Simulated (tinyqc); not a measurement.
Inside a calculation. Method: Jacobi rotations on a symmetric matrix. One step of it, computed by the program tinyqc.

Question. Jacobi rotation 2. Take the largest off-diagonal element A_pq; tan 2 theta = 2 A_pq / (A_qq - A_pp) with |theta| <= pi/4; A' = J^T A J with J_pp = J_qq = cos, J_pq = sin, J_qp = -sin.

A':
```
[[2.617698, 0.000000, 0.113612],
 [0.000000, 3.154302, -0.130373],
 [0.113612, -0.130373, 3.101000]]
```

Give: p, q, theta; A'.

Answer.

p, q, theta (rad): [2.000, 3.000, 0.685]

A':
```
[[2.618, -0.072, 0.088],
 [-0.072, 3.261, 0.000],
 [0.088, 0.000, 2.995]]
```
